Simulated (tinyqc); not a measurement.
Conduction-band offset of an n-N heterojunction from carrier-profile moments: one step of the calculation.

Layer 1 (x < 0) accumulates electrons and layer 2 (x > 0) is depleted. Boltzmann statistics. The bands bend down by V1 in layer 1 and up by V2 in layer 2, with V1 + V2 = VD = dE + Vt ln[(N2/Nc2)/(N1/Nc1)].

Problem. Offset from the moments. A C-V profile smears n(x) but keeps its zeroth and first moments: si = -int (N - n) dx, VD = (q/(eps0 eps_r)) int (N - n) x dx, dE = VD - Vt ln[(N2/Nc2)/(N1/Nc1)]. Use the trapezoidal rule on each side.

Values chosen for this exercise; values of the order of III-V alloys:
- T = 200 K (temperature)
- eps_r = 12.3 (relative permittivity of both layers)
- Nc1 = 7e17 cm^-3 (density of states of the narrow-gap layer 1)
- Nc2 = 1.2e18 cm^-3 (density of states of the wide-gap layer 2)
- dE = 0.24 eV (conduction-band offset)
- N1 = 1.4e16 cm^-3 (donor density in layer 1)
- N2 = 4.2e16 cm^-3 (donor density in layer 2)
- si = 0 cm^-2 (fixed charge at the interface)

Constants: q = 1.602176634e-19 C, kB = 1.380649e-23 J/K, Vt = kB T/q, eps0 = 8.8541878128e-14 F/cm where lengths are in cm. Results are converted to the units shown.

| left point | -x (nm) | n in layer 1 (cm^-3) |
|---|---|---|
| 0 | 0 | 4.81323e17 |
| 1 | 0.669 | 4.05972e17 |
| 2 | 4.06 | 2.07346e17 |
| 3 | 11.6 | 8.44154e16 |
| 4 | 24.6 | 3.83040e16 |
| 5 | 43.9 | 2.24595e16 |
| 6 | 70.6 | 1.67414e16 |
| 7 | 105 | 1.47668e16 |
| 8 | 149 | 1.41629e16 |
| 9 | 202 | 1.40259e16 |

| right point | x (nm) | n in layer 2 (cm^-3) |
|---|---|---|
| 0 | 0 | 7.39241e11 |
| 1 | 11 | 1.12318e13 |
| 2 | 27.1 | 2.75780e14 |
| 3 | 45.9 | 3.62725e15 |
| 4 | 66.7 | 1.69379e16 |
| 5 | 89.1 | 3.22439e16 |
| 6 | 113 | 3.93441e16 |
| 7 | 138 | 4.13853e16 |
| 8 | 164 | 4.18694e16 |
| 9 | 191 | 4.19740e16 |

Find: si; VD; dE.

Solution.

si = 3.0196e10 cm^-2
VD = 0.24866 V
dE = 0.23901 eV

On these few points dE comes out -0.99 meV from the true 0.24 eV, and si misses by 3.0e10 cm^-2, 9.7 % of Q1.

Program tinyqc, `OMP_NUM_THREADS=1 python tinyqc.py 2410026 2410027 out.jsonl`; Intel Xeon 2.30GHz, shared host, one thread, about 0.08 s.
